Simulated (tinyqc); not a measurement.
Ratio and sensitivities against delay: time-domain thermoreflectance: layered heat flow under a modulated pulse train, and what the signal ratio measures. Computed by tinyqc, a small Python program. Command: `OMP_NUM_THREADS=1 python tinyqc.py 3111770 3111771 out.jsonl tdtr walk`. One thread of a shared host (Intel(R) Xeon(R) Processor @ 2.30GHz), about 0.1 s of CPU time with the checks.

Pulses repeat at 80 MHz; heat is laid down at the surface, all layers are isotropic.

Inputs (values chosen for the exercise, modelled on aluminium on GaAs):

| quantity | value | unit |
|---|---|---|
| metal thickness d | 93 | nm |
| metal conductivity | 200 | W/(m K) |
| metal heat capacity | 2.42 | MJ/(m^3 K) |
| boundary conductance G under the metal | 88 | MW/(m^2 K) |
| substrate conductivity kappa | 46.2 | W/(m K) |
| substrate heat capacity C | 1.75 | MJ/(m^3 K) |
| modulation frequency f | 2 | MHz |
| spot radius w (1/e^2, pump and probe) | 25 | micrometre |

Stack: metal, substrate.

Method:
- For radial wave number k and angular frequency W each layer has u = sqrt(4 pi^2 k^2 + i W C/kappa) and gamma = kappa u. Surface impedance from below: Z = 1/gamma for the substrate; a layer of thickness L maps Z to (Z + tanh(u L)/gamma)/(1 + gamma Z tanh(u L)); a boundary adds 1/G.
- Response per absorbed watt H(W) = 2 pi int_0^(2/w) Z(k, W) exp(-pi^2 k^2 w^2) k dk by 20 Gauss-Legendre points.
- Signal: X + iY = sum_(m = -M..M) H(2 pi (f + m f_r)) exp(i 2 pi m f_r t) exp(-pi (m/M)^2 x 4), f_r = 80 MHz, M = 4000, with H(-W) the complex conjugate of H(W); V_in = X, V_out = Y, ratio = -V_in/V_out.
- Sensitivity S = ln(ratio'/ratio)/ln(1.01) for a rise of one input by 1 %.

Ratio and sensitivities:

| t (ps) | ratio | S to kappa | S to G | S to d | S to C | S to w |
|---|---|---|---|---|---|---|
| 100 | 3.0149 | 0.39862 | -0.01295 | -0.74705 | 0.38471 | -0.027049 |
| 200 | 2.9228 | 0.39376 | -0.03769 | -0.71572 | 0.37974 | -0.027021 |
| 400 | 2.7587 | 0.38342 | -0.08022 | -0.65309 | 0.36920 | -0.026979 |
| 800 | 2.4846 | 0.36195 | -0.14754 | -0.54323 | 0.34733 | -0.026956 |
| 1500 | 2.1196 | 0.32478 | -0.22913 | -0.38736 | 0.30940 | -0.027080 |
| 2500 | 1.7532 | 0.27573 | -0.29570 | -0.22241 | 0.25921 | -0.027534 |
| 4000 | 1.3948 | 0.21393 | -0.33204 | -0.06187 | 0.19563 | -0.028635 |

What follows from these numbers?

The largest sensitivity in size at 100 ps is to d (-0.75). kappa and C enter almost alike, through the effusivity. At 400 ps an error of 3 % in d passes on as 5 % in kappa.

Extremes, crossings and ranges named in words are read from the listed rows.
